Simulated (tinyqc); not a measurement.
Inside a calculation. Model: classical Heisenberg spin chain: exact results, Metropolis, heat-bath and over-relaxation steps, and a Monte Carlo run. Computed by tinyqc, a small Python program that keeps every step. Command: `OMP_NUM_THREADS=1 python tinyqc.py 3130467 3130468 out.jsonl heismc walk`. One thread of a shared host (Intel(R) Xeon(R) Processor @ 2.30GHz), about 0.1 s of CPU time with the checks. Intermediate numbers are printed to about 6 digits and carried at full precision; extremes and crossings named in words are read from the listed rows.

E = -J sum_i s_i . s_(i+1) for unit vectors s_i on an open chain; K = J/(k_B T).

Inputs (values chosen for the exercise, for a model chain of large moments):
```
quantity,value,unit
coupling J,-6.6,meV
temperature T,18.5,K
moment mu,3.7,mu_B
length N of the open chain,8,-
seed,435608,-
```

Update: heat bath.

Constants: k_B = 8.617333262e-05 eV/K; mu_B = 5.7883818060e-05 eV/T.

## Exact results

Each bond angle is independent, so u = <s_i . s_(i+1)> = coth K - 1/K, <s_i . s_(i+n)> = u^n, correlation length xi = -1/ln|u|, energy per bond -J u, heat capacity per bond c/k_B = 1 - K^2/sinh^2 K, and for the long chain chi = mu^2 (1 + u)/(3 k_B T (1 - u)) per spin.

K = -4.13999

u = -0.758961

xi = 3.62575 sites

energy per bond = -5.00914 meV

heat capacity = 0.982609 k_B/bond

chi over the Curie value = 0.137035

chi = 0.0227053 mu_B/T per spin

For |K| >> 1, |u| = 1 - 1/|K| and xi = |K| - 1/2 = 3.64: the chain orders only at T = 0, and c tends to k_B, not to zero, a failure of classical spins.

## Finite chain

For N spins, <|sum s|^2>/N = (1 + u)/(1 - u) - 2 u (1 - u^N)/(N (1 - u)^2); the long chain has (1 + u)/(1 - u), chi over the Curie value, and the difference is relative to it.

<|sum s|^2>/N = 0.191610

difference from the long chain = 39.8254 %

## Four single-spin steps

four neighbouring spins (rows; components x, y, z):
```
,1,2,3
1,0.8728,0.2273,-0.4320
2,-0.6630,-0.3527,0.6603
3,-0.8612,-0.2855,-0.4205
4,0.9132,-0.3609,-0.1892
```

random numbers, one row a step:
```
,1,2,3
1,0.0487,0.4759,0.8607
2,0.2531,0.1909,0.5550
3,0.1227,0.4300,0.7640
4,0.5204,0.8931,0.2923
```

The given spins are first normalised. Spins 2 and 3 are updated in turn, with h = K (sum of the two neighbours). Heat bath: cos(theta) = 1 + ln(1 - r1 (1 - exp(-2 |h|)))/|h| about n = h/|h|, azimuth 2 pi r2 = phi in the frame a = n x z/|n x z|, b = n x a: s = n cos(theta) + sin(theta)(a cos(phi) + b sin(phi)); r1, r2 are the first two numbers of the row.

Steps:
```
spin,|h|,h . s before,h . s after,move,x,y,z
2,3.53783,2.27719,3.48794,heat bath,-0.180501,0.059609,0.981767
3,4.63937,3.63601,4.34758,heat bath,-0.351794,0.281606,-0.892714
2,6.25840,5.64797,6.12750,heat bath,-0.263086,-0.514338,0.816237
3,5.20698,4.28467,4.47221,heat bath,-0.216869,0.964309,-0.151909
```

## A run and its error bars

From the ordered state (alternating for J < 0), with each spin drawn from exp(h . s), h = K x sum of neighbours, 200 sweeps are discarded and 1600 recorded (even and odd sites in turn; random numbers not printed, so these rows are one sample). Errors are the scatter of block means over sqrt(number of blocks).

Blocking:
```
block length,mean bond product,error,<|sum s|^2>/N,error
1,-0.755901,0.00226725,0.195613,0.00391502
4,-0.755901,0.00256265,0.195613,0.00384243
16,-0.755901,0.00291818,0.195613,0.00414048
40,-0.755901,0.00283090,0.195613,0.00350860
80,-0.755901,0.00284978,0.195613,0.00356452
```

With blocks of 40 the bond product is 1.1 error bars from the exact u = -0.7590, and <|sum s|^2>/N is 1.1 from the exact 0.192. Blocking to 40 changes the two errors by factors 1.2 and 0.9.

Checks made by the program: c against a difference of the energy (relative difference 2e-08).
